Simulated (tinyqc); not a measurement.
Thermal, flicker and telegraph noise of a field-effect transistor: one step, computed by the program tinyqc. Command: `OMP_NUM_THREADS=1 python tinyqc.py 3009163 3009164 out.jsonl noise walk`. One thread of a shared host (Intel(R) Xeon(R) Processor @ 2.30GHz), about 0.01 s of CPU time with the checks.

Strong inversion, threshold roll-off and channel-length modulation left out; noise sources are uncorrelated and are given as one-sided spectral densities.

Question. Operating point. C_ox = 3.9 eps_0/t; V_c = 2 v_s L/mu; I = W C_ox v_s V_ov^2/(V_ov + V_c); g_m = W C_ox v_s V_ov (V_ov + 2 V_c)/(V_ov + V_c)^2; g_d0 = mu C_ox (W/L) V_ov.

Inputs (values chosen for the exercise, modelled on a high-k silicon transistor):

| quantity | value | unit |
|---|---|---|
| width W | 29 | micrometre |
| length L | 1600 | nm |
| electrical oxide thickness t | 6.7 | nm |
| mobility mu | 430 | cm^2/(V s) |
| saturation velocity v_s | 0.72 | 1e7 cm/s |
| overdrive V_ov | 0.22 | V |

Operating region: saturation. Flicker model: number with correlated mobility.

Constants: eps_0 = 8.8541878128e-12 F/m.

Give: C_ox; drain current I; g_m; g_d0.

Answer.

C_ox = 0.5154 microfarad/cm^2

drain current I = 93.37 microampere

g_m = 832.1 microsiemens

g_d0 = 883.7 microsiemens
